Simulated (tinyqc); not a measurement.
Surface segregation during layer-by-layer epitaxy: two-layer exchange kinetics and the shape of quantum wells and delta layers: one step, computed by the program tinyqc.

Atoms A and B exchange only between the growing layer and the one below it. B is supplied for N layers, then pure A follows.

Task: The second layer. Each layer is deposited complete with B share x_dep and then exchanges for the time tau = 1/G with the layer below, whose share is b (total c = s + b fixed): ds/dt = p1 b (1 - s) - p2 s (1 - b), s(0) = x_dep. With the roots s1 < s2 of the right side, (s - s1)/(s - s2) = [(s(0) - s1)/(s(0) - s2)] exp(-(p1 - p2)(s2 - s1) tau). The lower layer is then buried with c - s, and s becomes the b of the next layer. Layer 1 is deposited on pure A with share x0; with nothing to lift from below, take b = 0 and s(0) = x0 for it. Then layer 2 has x_dep = 0.

Inputs (values chosen for the exercise, close to those used for gallium in AlAs): growth rate G = 0.052 layers/s; share x0 of B in the flux during the well = 0.52; layers in the well N = 1; temperature T = 500 C.

p1 = 0.2626003 1/s

p2 = 0.05853899 1/s

Give: share in layer 1 after its exchange; root s1 for layer 2; root s2 for layer 2; share in layer 2 after its exchange; share buried in layer 1.

Result:

share in layer 1 after its exchange = 0.3944

root s1 for layer 2 = 0.3052

root s2 for layer 2 = 1.663

share in layer 2 after its exchange = 0.3040

share buried in layer 1 = 0.09041
